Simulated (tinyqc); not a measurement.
# Worked calculation: capacitance of parallel on-chip lines from Laplace's equation on a mesh

Computed by the program tinyqc: `OMP_NUM_THREADS=1 python tinyqc.py 2790161 2790162 out.jsonl`, one thread of a shared Intel Xeon 2.30GHz, about 0.9 s for the whole run. Printed values are rounded.

Cross-section of an endless row of equal lines between two grounded planes; neighbours are driven in antiphase (+1 V and -1 V), so the plane midway between two lines is at 0 V. By symmetry one quarter is solved: x runs from the centre of a line (column 0, mirror) to that midplane (column 3, 0 V), y from the mid-height of the line (row 0, mirror) to the ground plane (row 4, 0 V). The line fills columns 0 to 1 and rows 0 to 1 at 1 V. Cells beside the line (below row 1) have e2, cells above have e1. Each link between nodes has the conductance g = mean permittivity of the two cells beside it (a cell beyond a mirror counts as 0), and the free nodes obey sum g (V_neighbour - V) = 0.

Inputs (values chosen for the exercise):
```
symbol,value,unit,meaning
e1,4.2,,relative permittivity above and below the lines
e2,7,,relative permittivity between the lines
om,1.2,,over-relaxation factor
```

Constants: eps0 = 8.8541878128e-12 F/m. Results are converted to the units shown.

## Link conductances

gx[j, i] joins node (row j, column i) to column i + 1, gy[j, i] to row j + 1.

gx:
```
	col 0	col 1	col 2
row 0	3.5	3.5	3.5
row 1	5.6	5.6	5.6
row 2	4.2	4.2	4.2
row 3	4.2	4.2	4.2
row 4	2.1	2.1	2.1
```

gy:
```
	col 0	col 1	col 2	col 3
row 0	3.5	7	7	3.5
row 1	2.1	4.2	4.2	2.1
row 2	2.1	4.2	4.2	2.1
row 3	2.1	4.2	4.2	2.1
```

## Iteration 1: relaxation sweep

V at the start (V):
```
	col 0	col 1	col 2	col 3
row 0	1	1	0	0
row 1	1	1	0	0
row 2	0	0	0	0
row 3	0	0	0	0
row 4	0	0	0	0
```

One sweep visits the free nodes row by row from row 0, left to right, and replaces V by V + om (weighted mean of the neighbours - V), using new values at once.

V after sweep 1 (V):
```
	col 0	col 1	col 2	col 3
row 0	1.00000	1.00000	0.30000	0.00000
row 1	1.00000	1.00000	0.41250	0.00000
row 2	0.30000	0.39000	0.24075	0.00000
row 3	0.09000	0.14400	0.11542	0.00000
row 4	0.00000	0.00000	0.00000	0.00000
```

## Iteration 2: relaxation sweep

As before.

V after sweep 2 (V):
```
	col 0	col 1	col 2	col 3
row 0	1.00000	1.00000	0.48750	0.00000
row 1	1.00000	1.00000	0.45448	0.00000
row 2	0.50100	0.48773	0.26914	0.00000
row 3	0.21870	0.21776	0.12298	0.00000
row 4	0.00000	0.00000	0.00000	0.00000
```

## Course of the relaxation

Stop when no node changes by 1e-7 V. C = 4 eps0 sum g (difference of V along the link)^2, in aF/um.

Course of the iteration:
```
sweep	C (aF/um)	largest change (V)
1	309.383	0.412
2	279.243	0.201
3	277.935	0.0570
4	277.878	0.0162
5	277.877	1.44e-3
6	277.877	2.11e-4
7	277.877	8.82e-5
8	277.877	2.23e-5
9	277.877	1.86e-6
10	277.877	3.65e-7
11	277.877	2.29e-7
12	277.877	2.44e-8
```

Converged in 12 sweeps. Over the last four sweeps the change shrinks by about 0.18 a sweep. C comes down from above, since the solution minimises the energy.

## Capacitance per length

converged V (V):
```
	col 0	col 1	col 2	col 3
row 0	1.00000	1.00000	0.47475	0.00000
row 1	1.00000	1.00000	0.44951	0.00000
row 2	0.57249	0.51737	0.27278	0.00000
row 3	0.25523	0.22421	0.12425	0.00000
row 4	0.00000	0.00000	0.00000	0.00000
```

C = 4 eps0 sum g (difference of V)^2 over all links (twice the energy of the four quarters, line at 1 V). Plate estimate without fringing: eps0 [2 e1 w/hd + 2 e2 t/(s/2)], w = 2 hx, t = 2 hx, s/2 = 2 hx, hd = 3 hx.

C = 277.877 aF/um
plate estimate = 173.542 aF/um

C depends on the shape only, not on the mesh step hx. Meshes 6, 12 and 24 times finer extrapolate (Aitken) to 261.1 aF/um; this mesh is 6.4 % above that, and the plate estimate is 34 % below it.
